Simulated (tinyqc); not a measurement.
Inputs raised by 5 %, one at a time: grain growth, pinning, strength and diffusional creep of a polycrystal or thin film. Computed by tinyqc, a small Python program. Command: `OMP_NUM_THREADS=1 python tinyqc.py 3020716 3020717 out.jsonl grain sens`. One thread of a shared host (Intel(R) Xeon(R) Processor @ 2.30GHz), about 0.01 s of CPU time with the checks.

One mean grain size d describes the structure.

Inputs (values chosen for the exercise, modelled on copper):

| quantity | value | unit |
|---|---|---|
| shear modulus G | 48.2 | GPa |
| Burgers vector b | 2.556 | angstrom |
| atomic volume Omega | 11.81 | angstrom^3 |
| boundary energy gamma | 0.64 | J/m^2 |
| mobility prefactor M0 | 6.7e-07 | m^4/(J s) |
| activation energy of boundary motion Q_m | 1.28 | eV |
| anneal temperature T | 479 | K |
| anneal time t | 4300 | s |
| initial grain size d0 | 15 | nm |
| particle volume fraction f | 0.0032 | - |
| particle radius r | 5.2 | nm |
| film thickness h | 220 | nm |
| surface energy gamma_s | 1.7 | J/m^2 |
| friction stress sigma_0 | 30 | MPa |
| Hall-Petch slope k_y | 0.1 | MPa m^0.5 |
| lattice diffusion energy Q_l | 2.08 | eV |
| boundary diffusion energy Q_b | 0.925 | eV |
| lattice prefactor D0 | 8.6e-05 | m^2/s |
| boundary prefactor delta D0b | 4.3e-15 | m^3/s |
| applied stress sigma | 39 | MPa |
| service temperature T_c | 513 | K |

Sample: thin film on a substrate.

Constants: k_B = 8.617333262e-05 eV/K; k_B = 1.380649e-23 J/K.

Method:
- M = M0 exp(-Q_m/(k_B T)). The driving pressure is 2 gamma/d. Zener pinning pressure 3 f gamma/(2 r) stops growth at d_Z = 4 r/(3 f). Grooves where boundaries meet the surface have the angle theta = arcsin(gamma/(2 gamma_s)) and are taken to stop growth at d_h = h/(2 theta), a few film thicknesses; the limit is 1/d_lim = 1/d_Z + 1/d_h.
- dd/dt = 2 M gamma (1/d - 1/d_lim) integrates to 2 M gamma t = d_lim (d0 - d) + d_lim^2 ln[(d_lim - d0)/(d_lim - d)]; without pinning d^2 = d0^2 + 4 M gamma t.
- Hall-Petch term k_y/sqrt(d). Orowan term 3.06 x 0.4 G b ln(2 rbar/b)/(pi lambda sqrt(1 - nu)) with nu = 1/3, rbar = sqrt(2/3) r, lambda = rbar (sqrt(pi/f) - 2). Film term (threading dislocation, matched substrate, the geometry of an fcc (111) film taken for all cases): 3.464 G b ln(2 h/b)/(4 pi (1 - nu) h). The terms are added to sigma_0.
- Nabarro-Herring rate = 14 sigma Omega D_l/(k_B T d^2), D_l = D0 exp(-Q_l/(k_B T)); Coble rate = 14 pi sigma Omega delta D_b/(k_B T d^3), delta D_b = delta D0b exp(-Q_b/(k_B T)); they are equal at d_x = pi delta D_b/D_l.

Runs:

| input moved | from | to | limit d_lim (nm) | yield stress (MPa) | Coble rate (1/s) | crossover size d_x (micrometre) |
|---|---|---|---|---|---|---|
| base run | - | - | 458.08 | 1048.4 | 0.9992 | 3.4913e+07 |
| shear modulus G (GPa) | 48.2 | 50.61 | 458.08 | 1065.3 | 0.9992 | 3.4913e+07 |
| activation energy of boundary motion Q_m (eV) | 1.28 | 1.344 | 458.08 | 1143.4 | 2.1879 | 3.4913e+07 |
| anneal temperature T (K) | 479 | 502.95 | 458.08 | 898.5 | 0.2245 | 3.4913e+07 |
| initial grain size d0 (nm) | 15 | 15.75 | 458.08 | 1040.4 | 0.9304 | 3.4913e+07 |
| particle volume fraction f | 0.0032 | 0.00336 | 453.29 | 1052.8 | 0.9996 | 3.4913e+07 |
| Hall-Petch slope k_y (MPa m^0.5) | 0.1 | 0.105 | 458.08 | 1082.5 | 0.9992 | 3.4913e+07 |
| applied stress sigma (MPa) | 39 | 40.95 | 458.08 | 1048.4 | 1.0492 | 3.4913e+07 |

Exponents ln(y'/y) / ln(x'/x):

| input | limit d_lim | yield stress | Coble rate | crossover size d_x |
|---|---|---|---|---|
| shear modulus G | 0.000 | 0.328 | 0.000 | 0 |
| activation energy of boundary motion Q_m | 0.000 | 1.777 | 16.064 | 0 |
| anneal temperature T | 0.000 | -3.163 | -30.600 | 0 |
| initial grain size d0 | 0.000 | -0.158 | -1.463 | 0 |
| particle volume fraction f | -0.216 | 0.086 | 0.007 | 0 |
| Hall-Petch slope k_y | 0.000 | 0.655 | 0.000 | 0 |
| applied stress sigma | 0.000 | 0.000 | 1.000 | 0 |

To which inputs is each result most sensitive?

Among the inputs moved here: limit d_lim answers most in size to particle volume fraction f (exponent -0.216); its exponent is below 0.0005 for shear modulus G, activation energy of boundary motion Q_m, anneal temperature T, initial grain size d0, Hall-Petch slope k_y, applied stress sigma. Yield stress answers most in size to anneal temperature T (exponent -3.163), next to activation energy of boundary motion Q_m (+1.777); its exponent is below 0.0005 for applied stress sigma. Coble rate answers most in size to anneal temperature T (exponent -30.600), next to activation energy of boundary motion Q_m (+16.064); its exponent is below 0.0005 for shear modulus G, Hall-Petch slope k_y. Crossover size d_x hardly depends on these (all exponents below 0.005).

Caution (rows base run, shear modulus G, activation energy of boundary motion Q_m, initial grain size d0, particle volume fraction f, Hall-Petch slope k_y, applied stress sigma): below about 30 nm grains hold no pile-ups and the Hall-Petch line bends over. Caution (all rows): the grains are smaller than the film is thick, so they are not columnar, and the groove drag and film term are overstated. Caution (all rows): T_c is above the anneal temperature, so the grains would go on growing in service.

Extremes, crossings and ranges named in words are read from the listed rows.
